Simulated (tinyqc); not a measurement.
Vertical double-diffused power MOSFET, components of the on-resistance: one step of the calculation.

Stripe cells of pitch Wp + a, two channels a cell. Current flows through the channels, spreads in the accumulation layer, passes the gap between the p bodies and spreads at 45 degrees into the drift layer below them. Low drain voltage, full ionisation.

Problem. Drift layer. Triangular field at breakdown with Ec = Kc N^(1/8): BV = eps0 eps_r Ec^2/(2 q N), so N = (eps0 eps_r Kc^2/(2 q BV))^(4/3); W = 2 BV/Ec; mu = mud (T/300 K)^(-bt); rho = 1/(q mu N); ideal resistance rho W.

Inputs (values chosen for the exercise); bulk values close to those of 4H silicon carbide:

| symbol | value | unit | meaning |
|---|---|---|---|
| T | 450 | K | temperature |
| eps_r | 10.1 |  | relative permittivity |
| Kc | 22900 | V/cm per (cm^-3)^(1/8) | critical-field constant |
| BV | 650 | V | rated breakdown voltage of the drift layer |
| mud | 793 | cm^2/(V s) | drift mobility at 300 K |
| bt | 2.1 |  | temperature exponent of the drift mobility |

Constants: q = 1.602176634e-19 C, eps0 = 8.8541878128e-14 F/cm where lengths are in cm. Results are converted to the units shown.

Find: N; Ec; W; mu; rho; ideal resistance.

Solution.

N = 2.951e16 cm^-3
Ec = 2.622 MV/cm
W = 4.959 um
mu = 338.4 cm^2/(V s)
rho = 0.6249 ohm cm
ideal resistance = 0.3099 mohm cm^2

Numbers from tinyqc (`OMP_NUM_THREADS=1 python tinyqc.py 2230022 2230023 out.jsonl`; about 0.01 s on one thread of a shared Intel Xeon 2.30GHz).
